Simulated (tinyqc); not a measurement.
Nanowire ballistic transistor, top-of-the-barrier model: effect of the insulator thickness.

At the top of the source barrier, states moving towards the drain are filled by the source (Fermi level 0) and states moving back by the drain (Fermi level -q Vd); nothing scatters. U is the shift of the band edge there, set by the capacitances CG, CD and CS (the total) and by the charge. Parabolic one-dimensional subband; the source is grounded.

N0 = gv sqrt(2 m kB T/pi)/hbar, CG = 2 pi eps0 eox/ln(1 + 2 tox/d), CS = CG/aG, n0 = n at U = 0 and Vd = 0. eta1 = -(E0 + U)/Vt, eta2 = eta1 - Vd/Vt, n = (N0/2)[F_(-1/2)(eta1) + F_(-1/2)(eta2)], F_(-1/2)(x) = (1/sqrt(pi)) int_0^infinity u^(-1/2)/(1 + exp(u - x)) du. U = UL + q (n - n0)/CS with UL = -(aG Vg + aD Vd), energies in eV. I = gv (2 q^2/h) Vt [ln(1 + exp eta1) - ln(1 + exp eta2)]. CQ = (q/Vt) dn/d(eta1). E0 is held fixed.

Parameters, values chosen for the exercise; mass and valleys close to those of gallium arsenide: temperature T = 400 K; effective mass m = 0.0702 m0; valley degeneracy gv = 1; relative permittivity of the gate insulator eox = 9; wire diameter d = 6 nm; gate control CG/CS aG = 0.93; drain control CD/CS aD = 0.02; band edge at the barrier top above the source Fermi level at zero bias E0 = 0.18 eV; gate voltage Vg = 0.6 V; drain voltage Vd = 0.6 V.

Constants: q = 1.602176634e-19 C, kB = 1.380649e-23 J/K, hbar = 1.054571817e-34 J s, h = 6.62607015e-34 J s, m0 = 9.1093837015e-31 kg, Vt = kB T/q, eps0 = 8.8541878128e-14 F/cm where lengths are in cm. Results are converted to the units shown.

Result of one run:

| eta1 | n (cm^-1) | I (uA) | mean velocity I/(q n) (cm/s) | CQ/CS |
|---|---|---|---|---|
| 10.82 | 2.629e6 | 28.88 | 6.856e7 | 0.02367 |

Which insulator thickness tox gave this result: 0.74, 1.1, 1.6, 3.6 or 8 nm?

tox = 0.74 nm.

The whole series:

| tox (nm) | eta1 | n (cm^-1) | I (uA) | mean velocity I/(q n) (cm/s) | CQ/CS |
|---|---|---|---|---|---|
| 0.5 | 10.96 | 2.648e6 | 29.27 | 6.901e7 | 0.01646 |
| 0.74 | 10.82 | 2.629e6 | 28.88 | 6.856e7 | 0.02367 |
| 1.1 | 10.61 | 2.604e6 | 28.34 | 6.793e7 | 0.03383 |
| 1.6 | 10.37 | 2.573e6 | 27.69 | 6.716e7 | 0.04680 |
| 2.4 | 10.03 | 2.531e6 | 26.80 | 6.609e7 | 0.06538 |
| 3.6 | 9.633 | 2.478e6 | 25.72 | 6.479e7 | 0.08953 |
| 5.4 | 9.173 | 2.417e6 | 24.50 | 6.326e7 | 0.1199 |
| 8 | 8.686 | 2.350e6 | 23.20 | 6.160e7 | 0.1558 |

As tox goes from 0.5 to 8 nm, n falls from 2.65e6 to 2.35e6 cm^-1, the mean velocity falls from 6.90e7 to 6.16e7 cm/s and the current falls from 29.3 to 23.2 uA. CQ/CS goes from 0.016 to 0.16. Over the range the current goes as tox^(-0.08) on average. For tox = 0.5 to 5.4 nm the source Fermi level lies over 0.3 eV above the band edge, where a light band is no longer parabolic. For tox = 0.5 to 0.74 nm the insulator is under 1 nm thick, where gate tunnelling would matter.

Computed by the program tinyqc: `OMP_NUM_THREADS=1 python tinyqc.py 2400166 2400167 out.jsonl`, one thread of a shared Intel Xeon 2.30GHz, about 0.06 s for the whole run.
